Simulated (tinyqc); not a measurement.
Surface potential of a MOS transistor: implicit equation and explicit approximations: one step of the calculation.

p-type body, charge-sheet picture, depletion and inversion only, full ionisation (an idealisation for deep acceptors), Boltzmann statistics (rough once Na exp(x - xn) passes about Nc/7). In units of Vt: xg = (Vg - Vfb)/Vt, x = psi/Vt, G = gamma/sqrt(Vt), xn = (2 phiF + Vc)/Vt. The implicit equation is (xg - x)^2 = G^2 [x - 1 + exp(x - xn)] for x above about 3. Cox = eps0 eox/tox.

Problem. New x. D = exp(x - xn), f = (xg - x)^2 - G^2 (x - 1 + D), f' = -2 (xg - x) - G^2 (1 + D), x(new) = x - f/f'.

x after iteration 1 = 47.514830
G = 0.84245194
xn = 40.462031
xg = 75.429368

Wanted: D; f; f'; x after iteration 2.

Solution.

D = 1156.1
f = -74.298
f' = -877.05
x after iteration 2 = 47.430

tinyqc, about 0.01 s, one thread, Intel Xeon 2.30GHz (shared host): `OMP_NUM_THREADS=1 python tinyqc.py 2122234 2122235 out.jsonl`
